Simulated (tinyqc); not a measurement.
Against voltage: leakage through a gate insulator: direct, Fowler-Nordheim, trap-assisted and Poole-Frenkel currents. Computed by tinyqc, a small Python program. Command: `OMP_NUM_THREADS=1 python tinyqc.py 3018345 3018346 out.jsonl oxideleak walk`. One thread of a shared host (Intel(R) Xeon(R) Processor @ 2.30GHz), about 0.01 s of CPU time with the checks.

Electrons enter from the cathode Fermi level at x = 0; the conduction band of the insulator lies phi_b - e F x above it, F = V/t. WKB exponents use a parabolic band with mass m.

Inputs (values chosen for the exercise, with an insulator like SiO2):
```
quantity                     value   unit
thickness t                    8.4     nm
barrier phi_b                 3.17     eV
tunnelling mass m             0.42    m_0
static constant eps_ox        3.96      -
trap depth phi_t               1.5     eV
trap density N_t           2.3e+19  cm^-3
attempt rate nu_0            4e+12    1/s
activation of capture E_a     0.14     eV
temperature T                  200      K
```

Constants: e = 1.602176634e-19 C; hbar = 1.054571817e-34 J s; hbar^2/(2 m_0) = 3.80998212 eV angstrom^2; k_B = 8.617333262e-05 eV/K.

Method:
- For a level a distance phi(x) below the band, the WKB exponent is 2 int kappa dx with kappa = sqrt(m phi/(hbar^2/2m_0)); for a linear barrier from phi_1 down to phi_2 = max(phi_1 - e F d, 0) it is G = (4/3) sqrt(m/(hbar^2/2m_0)) (phi_1^(3/2) - phi_2^(3/2))/(e F).
- J_tun = e^3 F^2/(16 pi^2 hbar m phi_b) x exp(-G) / [1 - sqrt(phi_2/phi_b)]^2 with the free-electron mass in the cathode (m in m_0), phi_2 = max(phi_b - e V, 0): direct tunnelling for e V < phi_b, Fowler-Nordheim above. Image forces, back-flow and the limit on supply are left out, so J_tun is overstated below about 0.5 V.
- A trap at depth x lies phi_t below the band. Capture: tunnel at the cathode Fermi level from 0 to x (G_in from phi_1 = phi_b), rate nu_0 exp(-G_in - E_c/k_B T) with E_c = E_a + max(phi_b - phi_t - e F x, 0), the last term being the height of the trap above the cathode Fermi level. Emission: tunnel from the trap level to the anode (G_out from phi_1 = phi_t over t - x), rate nu_0 exp(-G_out - E_a/k_B T). Re-emission to the cathode follows from detailed balance, rate_back = rate_in exp(dE/k_B T) with dE = phi_b - phi_t - e F x. Each trap passes R = rate_in rate_out/(rate_in + rate_back + rate_out) electrons per second; filling from the anode is left out.
- J_TAT = e N_t int_0^t R dx by the midpoint rule on 400 intervals; the most effective depth is the midpoint with the largest R, rounded to 0.01 nm.

Currents:
```
V (V)  F (MV/cm)  J_tun (A/cm^2)  J_TAT (A/cm^2)  best depth (nm)
1.01       1.202      1.7916e-32      4.7780e-47             3.31
2.04       2.429      2.8319e-28      9.4181e-29             6.88
3.07       3.655      6.8412e-23      8.3237e-19             4.57
4.10       4.881      1.6182e-15      7.7280e-14             3.43
5.12       6.095      6.7757e-11      7.0526e-11             2.74
6.15       7.321      9.3702e-08      6.9124e-09             2.28
7.18       8.548      1.7076e-05      1.8156e-07             1.96
8.21       9.774      8.7395e-04      2.1528e-06             1.71
9.24      11.000      1.9131e-02      1.4713e-05             1.52
```

What does the comparison show, and why?

The larger current changes between 2.04 and 3.07 V (to J_TAT) and between 5.12 and 6.15 V (to J_tun). Over the range J_tun grows by 30.0 decades and J_TAT by 41.5. The highest rows may lie beyond breakdown.

Extremes, crossings and ranges named in words are read from the listed rows.
